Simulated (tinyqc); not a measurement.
Film and buried-oxide thickness from two coupling ratios.

Question. In a depleted film -dVT/dVb is k1 = Cs Cbox/(Cox (Cs + Cbox)) for a front channel and k2 = Cbox (Cox + Cs)/(Cox Cs) for a back channel, with Cox = eps0 eox/tox, Cs = eps0 eps_r/ts, Cbox = 3.9 eps0/tb. Find ts and tb.

Inputs (values chosen for the exercise); band and dielectric values close to those of In0.53Ga0.47As:
```
symbol,value,unit,meaning
eps_r,13.9,,relative permittivity
eox,24.6,,relative permittivity of the gate insulator (close to zirconium oxide)
tox,3.6,nm,insulator thickness
```

coupling ratios for a front and a back channel: [0.0039965596, 0.024117765]

Answer. With y = Cox/Cs and z = Cox/Cbox, 1/k1 = y + z and k2 = (1 + y)/z, so y = (k2/k1 - 1)/(1 + k2); the thicknesses follow from y and z.

ts = 10.00 nm
tb = 140.0 nm

Program tinyqc, `OMP_NUM_THREADS=1 python tinyqc.py 2190071 2190072 out.jsonl`; Intel Xeon 2.30GHz, shared host, one thread, about 0.4 s.
